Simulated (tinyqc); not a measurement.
Resistance of a source-drain extension with a graded tip: two steps of the calculation.

y runs along the channel, the gate covers y > 0. The doping is N0 for y < y0 and N0 10^(-(y - y0)/la) beyond, uniform over the depth xj. Sheet conductance s(y) = q mu(N) max(N - Nch, 0) xj + (for y > 0) ma Cox Vo, with mu(N) = u0 + (u1 - u0)/(1 + (N/Nr)^au) and Cox = eps0 eox/tox. Current is taken as one-dimensional; depletion of the tip, spreading and the contact are left out. The metallurgical junction lies at yj, where N = Nch.

Inputs (values chosen for the exercise); mobility law close to that of electrons in silicon:
```
symbol   value        unit                                                                 meaning
eox       9.17              relative permittivity of the gate insulator (close to aluminium oxide)
tox        8.2          nm                                                     insulator thickness
N0      1.7e20       cm^-3                        active doping of the extension far from the gate
la         4.5   nm/decade                                                      lateral abruptness
y0         2.1          nm          position under the gate where the fall begins (gate edge at 0)
xj          17          nm                                                  depth of the extension
Nch       8e17       cm^-3                                                          channel doping
Vo        0.66           V                                                          gate overdrive
ma         130  cm^2/(V s)                                      mobility of the gate-induced layer
u1        1414  cm^2/(V s)                                                  mobility at low doping
u0        68.5  cm^2/(V s)                                                 mobility at high doping
Nr      9.2e16       cm^-3                                                        reference doping
au       0.711                                                                            exponent
Lg          40          nm                                                             gate length
```

Constants: q = 1.602176634e-19 C, eps0 = 8.8541878128e-14 F/cm where lengths are in cm. Results are converted to the units shown.

Problem 1. Sheet resistances and junction position. yj = y0 + la log10(N0/Nch); sheet resistance of the full extension 1/[q mu(N0)(N0 - Nch) xj] and of the gate-induced layer 1/(ma Cox Vo); metallurgical length Lg - 2 yj; ye is where the doped and the gate-induced conductances are equal.

Wanted: yj; sheet resistance of the extension; sheet resistance of the induced layer; metallurgical length; ye; N at ye.

Solution 1.

yj = 12.573 nm
sheet resistance of the extension = 289.82 ohm/square
sheet resistance of the induced layer = 11771 ohm/square
metallurgical length = 14.854 nm
ye = 10.370 nm
N at ye = 2.4697e18 cm^-3

The gate takes over 2.20 nm before the junction, where N is still 3.09 times the channel doping.

Problem 2. Resistance of the overlapped part. Midpoint rule on 8 equal steps from 0 to yj: R_ov = sum h/s(y), per width.

Give: y; N; doped conductance; sheet resistance; R_ov.

Solution 2.

```
point  y (nm)  N (cm^-3)  doped conductance (uS)  sheet resistance (ohm/square)
0      0.7858   1.700e20                    3450                          282.9
1       2.357   1.490e20                    3048                          319.2
2       3.929   6.668e19                    1451                          651.3
3       5.501   2.984e19                   713.4                           1253
4       7.072   1.335e19                   364.0                           2228
5       8.644   5.973e18                   189.3                           3646
6       10.22   2.673e18                   92.27                           5643
7       11.79   1.196e18                   27.56                           8888
```

R_ov = 36.01 ohm um

tinyqc, about 0.04 s, one thread, Intel Xeon 2.30GHz (shared host): `OMP_NUM_THREADS=1 python tinyqc.py 2282230 2282231 out.jsonl`
